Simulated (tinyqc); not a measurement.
Capacitances against the distance to each plane.

Endless row of lines of width wl, height tl and space sl between grounded planes at distance hd; e2 fills the gaps beside the lines, e1 the rest. Laplace's equation is solved on meshes of 3, 6 and 12 steps per unit u and extrapolated (Aitken), which is good to about 0.2 %. C_even (all lines at 1 V) is the capacitance Cg to the planes; C_odd (neighbours in antiphase) = Cg + 4 Cc if only nearest neighbours couple, which defines Cc; total with quiet neighbours Cg + 2 Cc. Plate values 2 eps0 e1 wl/hd and eps0 e2 tl/sl.

Values chosen for this exercise:
- e1 = 3 (relative permittivity above and below the lines)
- e2 = 1 (relative permittivity between the lines)
- wl = 6 u (line width, in units u)
- tl = 12 u (line height)
- sl = 8 u (space between lines)

Constants: eps0 = 8.8541878128e-12 F/m. Results are converted to the units shown.

The same in every row: plate Cc (aF/um) = 13.3.

Capacitances against the distance to each plane:
columns A: hd (u); B: Cg (aF/um); C: Cc (aF/um); D: Cg + 2 Cc (aF/um); E: C_odd (aF/um); F: plate Cg (aF/um); G: share of coupling, 2 Cc/(Cg + 2 Cc) (%)
```
A      B     C    D    E     F     G
2    239  7.93  255  271   159  6.22
3    175  9.78  195  214   106  10.0
4    140  11.9  164  188  79.7  14.5
5    118  14.0  146  173  63.8  19.2
6    101  15.9  133  165  53.1  23.9
8   79.6  19.4  118  157  39.8  32.7
10  65.6  22.1  110  154  31.9  40.3
```

As hd goes from 2 to 10, Cg falls from 239 to 65.6 aF/um, Cc rises from 7.93 to 22.1 aF/um and the share of coupling rises from 6.22 to 40.3 %. Cg is 1.50 times its plate value in the first row and 2.06 times in the last; for Cc the ratios are 0.597 and 1.67. Neighbours in antiphase raise the load by a factor of 1.06 and 1.40 over quiet ones.

Numbers from tinyqc (`OMP_NUM_THREADS=1 python tinyqc.py 2790166 2790167 out.jsonl`; about 1 s on one thread of a shared Intel Xeon 2.30GHz).
